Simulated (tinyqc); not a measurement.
# Reverse leakage of an n+-p junction: diffusion, generation, trap-assisted and band-to-band tunnelling: leakage components against the trap level above the intrinsic level

One-sided abrupt junction in the depletion approximation, x from the junction (0) to W on the p side, field F = F0 (1 - x/W). Flat quasi-Fermi levels, long p side. Traps generate through SRH with both lifetimes shortened by 1 + Gamma (Hurkx enhancement, form for moderate fields); band-to-band generation is local and needs a total bending above Eg.

ni = sqrt(Nc Nv) exp(-Eg/(2 Vt)), Eg in volts; Vbi = Vt ln(Na Nd/ni^2); W = sqrt(2 eps0 eps_r (Vbi + VR)/(q Na)); F0 = 2 (Vbi + VR)/W; FG = sqrt(24 mt m0 (kB T)^3)/(q hbar); J_diff = q ni^2 sqrt(Dn/tau)(1 - exp(-VR/Vt))/Na. u = (Vbi + VR)(1 - x/W)^2, p = Na exp(-u/Vt), n = Nd exp((u - Vbi - VR)/Vt); G0 = ni^2 (1 - exp(-VR/Vt))/(tau (n + p + 2 ni cosh(Et/Vt))); Gamma = 2 sqrt(3 pi)(F/FG) exp((F/FG)^2); trap-assisted part G0 Gamma; G_bb = Ab F^2.5 exp(-Bb/F) with F in V/cm, zero unless Vbi + VR > Eg. Currents are q times the integrals over 0 to W; J_bb under 1e-8 of J is printed as 0; rows with F0/FG above 2.2, beyond the range of this Gamma, are left out.

Inputs (values chosen for the exercise); band and dielectric values close to those of gallium arsenide:
- T = 250 K (temperature)
- Eg = 1.44 eV (band gap)
- eps_r = 13.2 (relative permittivity)
- Nc = 3.37e17 cm^-3 (conduction-band density of states at T)
- Nv = 6.91e18 cm^-3 (valence-band density of states at T)
- Na = 1.1e16 cm^-3 (acceptor density of the lighter side)
- Nd = 1e19 cm^-3 (donor density of the heavier side)
- tau = 2e-7 s (SRH lifetime of both carriers at zero field)
- mt = 0.077 m0 (tunnelling mass)
- Dn = 8.6 cm^2/s (electron diffusion coefficient on the lighter side)
- Ab = 3.1e16 cm^-0.5 V^-2.5 s^-1 (band-to-band prefactor)
- Bb = 1.62e7 V/cm (band-to-band field constant)
- VR = 2.1 V (reverse bias)

Constants: q = 1.602176634e-19 C, kB = 1.380649e-23 J/K, hbar = 1.054571817e-34 J s, m0 = 9.1093837015e-31 kg, Vt = kB T/q, eps0 = 8.8541878128e-14 F/cm where lengths are in cm. Results are converted to the units shown.

The same in every row: F0 (kV/cm) = 102; F0/FG = 0.657; J_diff (A/cm^2) = 2.08e-24; J_bb (A/cm^2) = 0.

Leakage components against the trap level above the intrinsic level:

| Et (eV) | J_SRH (A/cm^2) | J_TAT (A/cm^2) | J (A/cm^2) | largest part |
|---|---|---|---|---|
| -0.3 | 1.44e-19 | 4.41e-19 | 5.84e-19 | trap-assisted tunnelling |
| -0.2 | 1.35e-17 | 4.23e-17 | 5.58e-17 | trap-assisted tunnelling |
| -0.1 | 1.26e-15 | 4.03e-15 | 5.29e-15 | trap-assisted tunnelling |
| 0 | 5.98e-14 | 1.94e-13 | 2.53e-13 | trap-assisted tunnelling |
| 0.1 | 1.26e-15 | 4.03e-15 | 5.29e-15 | trap-assisted tunnelling |
| 0.2 | 1.35e-17 | 4.23e-17 | 5.58e-17 | trap-assisted tunnelling |
| 0.3 | 1.44e-19 | 4.41e-19 | 5.84e-19 | trap-assisted tunnelling |

What does the comparison show?

J goes from 5.84e-19 through a maximum of 2.53e-13 (at Et = 0 among the rows listed) to 5.84e-19 A/cm^2. Trap-assisted tunnelling leads at Et = -0.3 and in all other rows.

Range of the model: The n+ side is degenerate, so Vbi from Boltzmann statistics is only a guide.

tinyqc, about 0.01 s, one thread, Intel Xeon 2.30GHz (shared host): `OMP_NUM_THREADS=1 python tinyqc.py 2290074 2290075 out.jsonl`
